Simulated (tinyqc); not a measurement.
# Index and thickness from Psi and Delta

Inverse problem. Air (index 1), film, substrate with N2 = n2 - i k2; time factor exp(+i w t). q_j = sqrt(N_j^2 - sin^2 th), root with positive real part. Fresnel coefficients r_s = (q_a - q_b)/(q_a + q_b), r_p = (N_b^2 q_a - N_a^2 q_b)/(N_b^2 q_a + N_a^2 q_b). tan(Psi) exp(i Delta) = R_p/R_s, Delta taken from 0 to 360 degrees. beta = 2 pi d q1/lam, X = exp(-2 i beta), R = (r01 + r12 X)/(1 + r01 r12 X) for p and s. The film is transparent, with 1.15 < n1 < 2.9 and d under half a period. Find n1, d and the period.

Inputs (values chosen for the exercise):

| symbol | value | unit | meaning |
|---|---|---|---|
| lam | 632.8 | nm | wavelength |
| th | 65 | degrees | angle of incidence |
| n2 | 3.882 |  | index of the substrate |
| k2 | 0.019 |  | extinction coefficient of the substrate |

Psi = 26.585187 degrees
Delta = 118.62010 degrees

Solution. Two measured angles fix two unknowns; a search from many starts finds one solution in the range given. Thicker films with d plus a multiple of the period give the same angles.

n1 = 1.287
d = 71.00 nm
period = 346.3 nm

Program tinyqc, `OMP_NUM_THREADS=1 python tinyqc.py 2870180 2870181 out.jsonl`; Intel Xeon 2.30GHz, shared host, one thread, about 0.5 s.
